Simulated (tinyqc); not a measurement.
# A spin-degenerate level with charging energy between two leads, rate equations: current against bias

States 0, up, down and 2 with energies 0, e1 - Ez/2, e1 + Ez/2 and 2 e1 + U. mu_L = +V/2, mu_R = -V/2 (meV), f(x) = 1/(1 + exp(x/kB T)). A transition that adds one electron of given spin at the energy E has the rate G f(E - mu) from each lead, and its reverse G [1 - f(E - mu)]. I counts electrons leaving the left lead, times q.

Transition energies: 0-up e1 - Ez/2, 0-down e1 + Ez/2, up-2 e1 + U + Ez/2, down-2 e1 + U - Ez/2. dp/dt = W p; W_ji is the rate from state i to j, and each column sums to zero. Steady state: W p = 0 with sum p = 1. I = q GL sum over transitions i-j of [fL p_i - (1 - fL) p_j].

Inputs (values chosen for the exercise):
```
symbol  value  unit                                 meaning
U         4.6   meV  charging energy of the second electron
e1      -3.81   meV                                   level
GL        3.3  1/ns            tunnel rate to the left lead
GR       0.12  1/ns           tunnel rate to the right lead
T         1.3     K                             temperature
Ez       0.41   meV                        Zeeman splitting
```

Constants: q = 1.602176634e-19 C, kB = 1.380649e-23 J/K, Vt = kB T/q. Results are converted to the units shown.

Result of one run:

| V (mV) | I (pA) | I (GL + GR)/(q GL GR) | mean number | p(up) - p(down) |
|---|---|---|---|---|
| 7.71 | 36.52 | 1.968 | 1.931 | 8.74e-4 |

What becomes of these results when the bias V is changed from 7.71 to 6.91 mV, all else the same?

Result of the changed run:

| V (mV) | I (pA) | I (GL + GR)/(q GL GR) | mean number | p(up) - p(down) |
|---|---|---|---|---|
| 6.91 | 35.98 | 1.939 | 1.932 | 2.48e-4 |

The whole series:

| V (mV) | I (pA) | I (GL + GR)/(q GL GR) | mean number | p(up) - p(down) |
|---|---|---|---|---|
| 0.46 | 0.03844 | 0.002072 | 1.001 | 0.949 |
| 1.27 | 1.398 | 0.07535 | 1.036 | 0.913 |
| 2.07 | 21.17 | 1.141 | 1.550 | 0.389 |
| 2.88 | 35.19 | 1.897 | 1.915 | 0.0174 |
| 3.68 | 35.83 | 1.931 | 1.932 | 4.98e-4 |
| 4.49 | 35.84 | 1.932 | 1.932 | 1.34e-5 |
| 5.3 | 35.85 | 1.932 | 1.932 | 5.99e-7 |
| 6.1 | 35.85 | 1.932 | 1.932 | 8.42e-6 |
| 6.91 | 35.98 | 1.939 | 1.932 | 2.48e-4 |
| 7.71 | 36.52 | 1.968 | 1.931 | 8.74e-4 |
| 8.52 | 37.04 | 1.996 | 1.930 | 1.21e-4 |
| 9.32 | 37.10 | 2.000 | 1.930 | 3.78e-6 |
| 10.13 | 37.10 | 2.000 | 1.930 | 1.02e-7 |

The scaled current rises from 0.00207 to 2.00. A transition enters the bias window when V = 2 |E|: at 1.17, 1.99, 7.21, 8.03 mV, each step a few kB T = 0.112 meV wide. With all four transitions inside, the scaled current tends to 2 and the mean number to 2 GL/(GL + GR) = 1.93; the last row has 2.00 and 1.93.

Range of the model: Rate equations need hbar G well below kB T; cotunnelling and the Kondo effect are left out.

tinyqc, about 0.01 s, one thread, Intel Xeon 2.30GHz (shared host): `OMP_NUM_THREADS=1 python tinyqc.py 2780131 2780132 out.jsonl`
